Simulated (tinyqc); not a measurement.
# Dose and depth of a threshold implant

Question. A sheet of D acceptors per cm^2 lies at depth xi inside the depleted layer of a body doped Na. In the depletion approximation VT = Vfb + f2 + q D/Cox + gamma sqrt(f2 + Vsb - q D xi/(eps0 eps_r)), gamma = sqrt(2 eps0 eps_r q Na)/Cox, Cox = eps0 eox/tox. Find gamma, D and xi.

Values chosen for this exercise; band and dielectric values close to those of silicon:
```
symbol   value   unit                                                                 meaning
eps_r     11.8                                                          relative permittivity
Na      7.9e15  cm^-3                                       acceptor density deep in the body
eox        3.9         relative permittivity of the gate insulator (close to silicon dioxide)
tox        5.4     nm                                                     insulator thickness
Vfb      -0.98      V                                                       flat-band voltage
f2       0.679      V                                        band bending 2 phiF at threshold
```

Constants: q = 1.602176634e-19 C, eps0 = 8.8541878128e-14 F/cm where lengths are in cm. Results are converted to the units shown.

VT against the source at Vsb = 0 and 2.6 V (V): [-0.083776288, 0.0040256988]

Solution. With y^2 = f2 - q D xi/(eps0 eps_r) and d the difference of the thresholds over gamma, sqrt(y^2 + Vsb) - y = d gives y = (Vsb - d^2)/(2 d). The first threshold then gives D, and y^2 gives xi.

gamma = 0.08042 V^0.5
D = 6.600e11 cm^-2
xi = 26.00 nm

tinyqc, about 0.3 s, one thread, Intel Xeon 2.30GHz (shared host): `OMP_NUM_THREADS=1 python tinyqc.py 2080078 2080079 out.jsonl`
